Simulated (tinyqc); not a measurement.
Temperature and segregation coefficient: dopant redistribution at a moving silicon-oxide interface during parabolic oxidation. Computed by tinyqc, a small Python program. Command: `OMP_NUM_THREADS=1 python tinyqc.py 3009479 3009480 out.jsonl segox walk`. One thread of a shared host (Intel(R) Xeon(R) Processor @ 2.30GHz), about 0.01 s of CPU time with the checks.

Uniformly doped silicon is oxidised with x_ox = sqrt(B t); the interface advances into the silicon by alpha x_ox, alpha = 0.44. The dopant does not move in the oxide, and at the interface C(silicon) = m C(oxide).

Inputs (values chosen for the exercise, modelled on arsenic in silicon under dry oxygen):
```
quantity,value,unit
dopant prefactor D0,9.46,cm^2/s
dopant activation energy E,4,eV
oxidation prefactor B0,730,um^2/h
oxidation activation energy E_B,1.23,eV
segregation coefficient m = C(silicon)/C(oxide),13,-
```

Constants: k_B = 8.617333262e-05 eV/K.

Method:
- D = D0 exp(-E/(k_B T)), converted with 1 cm^2/s = 3.6e11 um^2/h; B = B0 exp(-E_B/(k_B T)); s = alpha sqrt(B/(4 D)), the interface advance over 2 sqrt(D t).
- Temperatures in kelvin are T(C) + 273.15.
- With the dopant diffusivity D and s = alpha x_ox/(2 sqrt(D t)), in the silicon C = C_B + (C_s - C_B) erfc(y/(2 sqrt(D t)))/erfc(s), y from the original surface. Dopant balance at the interface gives C_s/C_B = 1/[1 + (1/(m alpha) - 1) g], g = sqrt(pi) s exp(s^2) erfc(s).

C_s/C_B:
```
T (C),s,this m,m = 0.2,m = 1/alpha,m = 10
850,5.2812,5.2942,0.08939,1,4.1590
900,2.8699,4.5917,0.09239,1,3.7383
950,1.6392,3.5679,0.09961,1,3.0673
1000,0.9784,2.6345,0.11374,1,2.3866
1050,0.6072,2.0057,0.13703,1,1.8852
1100,0.3902,1.6290,0.17095,1,1.5664
1150,0.2586,1.4064,0.21601,1,1.3710
1200,0.1763,1.2716,0.27154,1,1.2500
```

s falls from 5.28 to 0.176 as T rises, because diffusion has the larger activation energy (4 against 1.23 eV); the ratio for this m moves from 5.294 to 1.272, towards 1. At m = 1/alpha the oxide takes exactly what the silicon held, and nothing moves. The ratio does not depend on time, since both lengths grow as sqrt(t).
